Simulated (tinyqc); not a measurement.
Interband optics of a two-band s-p chain from momentum matrix elements, step by step. Values are carried at full precision from step to step, so a last printed digit may differ when a step is redone from the rounded ones.

H(k) = [[Es - 2 ts cos ka, 2i V sin ka], [-2i V sin ka, Ep_ + 2 tp cos ka]] in the basis s, p; the lower band is full, with two electrons a cell. The velocity operator times hbar is W = dH/dk (eV angstrom); intra-atomic dipoles are left out.

Constants: hbar^2/2m0 = 3.80998211 eV angstrom^2; e^2/(4 pi eps0) = 14.39964547 eV angstrom.

Inputs chosen for the exercise:
```
symbol  value  unit        meaning
a       3.32   angstrom    period
Es      1.7    eV          upper orbital (s)
Ep_     -3.84  eV          lower orbital (p)
ts      0.6    eV          s-s hopping
tp      0.56   eV          p-p hopping
V       0.82   eV          s-p hopping
k       0.35   2 pi/a      wave vector
N       8                  k points
Ar      10.5   angstrom^2  cross-section per chain
eta     0.2    eV          Lorentzian half width
E       4.55   eV          photon energy
```

## Hamiltonian and velocity at one k

Form H and W = dH/dk.

H (eV), rows s, p and columns alike:
```
[[2.4053, 1.3268i],
 [-1.3268i, -4.4983]]
```

W (eV angstrom), rows s, p and columns alike:
```
[[3.2231, -3.2004i],
 [3.2004i, -3.0082]]
```

## Matrix element between the bands

Diagonalise H, transform W, and form w = |W_cv|^2, the Kane-type energy w/c and the oscillator strength f = w/(c D), c = hbar^2/2m0, D = Ec - Ev.

Ev, Ec (eV): [-4.7445, 2.6516]

weights, rows s, p; columns v, c:
```
[[0.0333, 0.9667],
 [0.9667, 0.0333]]
```

slopes dEv/dk, dEc/dk (eV angstrom): [-1.653, 1.867]

w = 16.852 eV^2 angstrom^2
w/c = 4.423 eV
f = 0.598

## Transitions on the mesh

At each k_j = (j + 1/2)/N (2 pi/a) up to the zone edge give D = Ec - Ev, w = |<c|W|v>|^2 and f = w/(c D), c = hbar^2/2m0; the other half of the zone repeats the values.

Transitions:
```
k (2 pi/a)  D (eV)  w (eV^2 angstrom^2)      f
0.0625      3.6211               17.704  1.283
0.1875      5.5521                0.038  0.002
0.3125      7.1063               11.573  0.427
0.4375      7.7853               27.062  0.912
```

D runs from 3.621 to 7.785 eV on the mesh; f is largest at k = 0.0625.

## Dielectric function from the table

With w(k) = |<c|W|v>|^2 and D(k) = Ec - Ev, on the mesh k_j = (j + 1/2)/N (2 pi/a): eps(E) = 1 + (8 pi e2/(a Ar)) mean_j (w/D^2) [1/(D - E - i eta) + 1/(D + E + i eta)], e2 = e^2/(4 pi eps0); light polarised along the chains, no local fields.

Take the mean over the rows. Also eps(0) at eta = 0, and the effective electrons per cell n_eff = 2 mean(f).

eps(E) = -1.440+0.804i
eps(0) = 3.402
n_eff = 1.312

On a mesh of 2000 points the values are -1.262+1.242i, 3.692 and 1.350. n_eff need not equal the 2 electrons of the cell: a two-orbital basis with chosen hoppings does not obey the sum rule of free electrons. E lies within, or within 2 eta of, the range of transitions of the band (3.22 to 7.86 eV); their spacing on this mesh (up to 1.93 eV) exceeds eta, so eps(E) depends on where the few mesh points fall.

## Checks

- Curvature of the lower band against <v|d2H/dk2|v> - 2 w/D (eV angstrom^2): both 7.446.
- Zone mean of 2 w/D against the zone mean of <v|d2H/dk2|v>, the f-sum rule of a full band (eV angstrom^2): both 5.1449.

(tinyqc, `OMP_NUM_THREADS=1 python tinyqc.py 1680877 1680878 out.jsonl`, Intel(R) Xeon(R) Processor @ 2.30GHz, 1 thread, shared host, about 0.01 s.)
